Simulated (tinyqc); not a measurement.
# Floating body of a partially depleted SOI transistor: body voltage and kink: two studies

Source at 0 V. Channel current Ic = 2 nf K Vt^2 [F(0) - F(Vd)](1 + la Vd), F(V) = ln^2(1 + exp((Vg - VT - nf V)/(2 nf Vt))), VT = VT0 - gb Vb. Saturation voltage Vs = 2 Vt sqrt(F(0)) + 3 Vt, excess Ve = (Vd - Vs + sqrt((Vd - Vs)^2 + 0.0004 V^2))/2, multiplication M1 = Ai Ve exp(-Bl/Ve). Each junction passes D(v) = J1 (exp(v/Vt) - 1) + J2 (exp(v/(2 Vt)) - 1). Bipolar current Ib = bb J1 (exp(Vb/Vt) - 1). The body settles where M1 (Ic + Ib) = D(Vb) + D(Vb - Vd) + Vb/Rb; drain current Id = (1 + M1)(Ic + Ib) - D(Vb - Vd).

Parameters, values chosen for the exercise; values of the order met in partially depleted silicon-on-insulator transistors:
- T = 300 K (temperature)
- VT0 = 0.5 V (threshold at zero body voltage)
- gb = 0.2 (fall of the threshold per volt of body voltage)
- nf = 1.3 (slope factor)
- K = 110 uA/(V^2 um) (gain factor per width)
- la = 0.04 1/V (channel-length modulation factor)
- Ai = 3.25 1/V (impact-ionisation prefactor)
- Bl = 8.1 V (impact-ionisation voltage)
- J1 = 5.3e-13 uA/um (diffusion saturation current of each junction)
- J2 = 2.4e-9 uA/um (recombination saturation current of each junction)
- bb = 0 (gain of the lateral bipolar transistor on the diffusion current)
- Rb = 5e5 kohm um (resistance of a weak body tie to the source (1e9 stands for no tie, and the term is then dropped))
- Vg = 0.49 V (gate voltage)
- Vd = 2 V (drain voltage)

Constants: q = 1.602176634e-19 C, kB = 1.380649e-23 J/K, Vt = kB T/q. Results are converted to the units shown.

Each table varies one quantity; the others keep the values above.

## Output curve and kink

Rows with more than one solution for Vb (latch) are left out; dId/dVd by a forward difference over 1e-4 V, swing = 1e-4 V over the change of log10 Id; M1 under 1e-12 is printed as 0.

Result of one run:
```
Vd (V)  Vb (V)       M1  Id, floating (uA/um)  Id, grounded (uA/um)  ratio  dId/dVd, floating (uS/um)  dId/dVd, grounded (uS/um)
1.8     0.6353  0.03602                0.7688               0.08276  9.290                     0.3475                    0.01545
```

What becomes of these results when the drain voltage Vd is changed from 1.8 to 1.64 V, all else the same?

Result of the changed run:
```
Vd (V)  Vb (V)       M1  Id, floating (uA/um)  Id, grounded (uA/um)  ratio  dId/dVd, floating (uS/um)  dId/dVd, grounded (uS/um)
1.64    0.6158  0.01904                0.7134               0.08065  8.846                     0.3506                    0.01112
```

The whole series:
```
Vd (V)    Vb (V)        M1  Id, floating (uA/um)  Id, grounded (uA/um)  ratio  dId/dVd, floating (uS/um)  dId/dVd, grounded (uS/um)
0.84    0.001391  3.621e-5               0.07679               0.07632  1.006                    0.01090                   0.002999
1        0.01305  3.207e-4               0.08137               0.07681  1.059                    0.05924                   0.003237
1.16     0.07904  0.001454                0.1089               0.07738  1.407                     0.4293                   0.003938
1.32      0.5446  0.003397                0.5687               0.07811  7.281                     0.7999                   0.005379
1.48      0.5899  0.008787                0.6538               0.07915  8.260                     0.4095                   0.007750
1.64      0.6158   0.01904                0.7134               0.08065  8.846                     0.3506                    0.01112
1.8       0.6353   0.03602                0.7688               0.08276  9.290                     0.3475                    0.01545
```

Vb rises from 0.00139 to 0.635 V and the ratio of the currents rises from 1.01 to 9.29. The output conductance with a floating body exceeds the grounded value by the largest factor among the rows, 149, at Vd = 1.32 V, where Vb = 0.545 V and M1 = 0.00340.

## Transfer curve and swing

Same model as above.

Results:
columns A: Vg (V); B: Vb (V); C: M1; D: Id, floating (uA/um); E: Id, grounded (uA/um); F: ratio; G: swing, floating (mV/decade); H: swing, grounded (mV/decade)
```
A            B        C         D         E      F      G      H
0.05  1.579e-5  0.09244  3.472e-7  3.472e-7  1.000  77.96  77.97
0.15  2.862e-4  0.09239  6.742e-6  6.731e-6  1.002  77.49  77.63
0.25  0.005645  0.09214  1.338e-4  1.294e-4  1.034  75.75  78.33
0.35    0.5768  0.08652   0.04919  0.002342  21.00  80.65  81.45
0.45    0.6401  0.07508    0.4558   0.03394  13.43  135.6  93.62
0.55    0.6701  0.06066     1.717    0.2857  6.011  224.3  130.1
0.65    0.6859  0.04724     3.972     1.198  3.316  334.5  202.3
0.85    0.6986  0.02662     11.25     5.833  1.929  572.7  413.3
```

Estimate the missing row, Vg = 0.75 V.

Computed row:
columns A: Vg (V); B: Vb (V); C: M1; D: Id, floating (uA/um); E: Id, grounded (uA/um); F: ratio; G: swing, floating (mV/decade); H: swing, grounded (mV/decade)
```
A          B        C      D      E      F      G      H
0.75  0.6944  0.03590  7.166  3.043  2.355  452.7  301.5
```

With this row back in the table: Vb rises from 1.58e-5 to 0.699 V. The smallest swing among the rows is 75.7 mV a decade with a floating body (at Vg = 0.25 V) and 77.6 with a grounded one; Vt ln 10 = 59.5. The floating swing is smaller by more than 3 % for Vg = 0.25 V, where the rising Vb lowers the threshold as Vg rises. In the first row the floating body raises the current by a factor of 1.00.

Range of the model: The multiplication law is an empirical form chosen for the exercise; self-heating and capacitive coupling to the body are left out, and the linear laws are rough once Vb passes about 0.7 V or M1 about 0.1.

Numbers from tinyqc (`OMP_NUM_THREADS=1 python tinyqc.py 2182074 2182075 out.jsonl`; about 0.2 s on one thread of a shared Intel Xeon 2.30GHz).
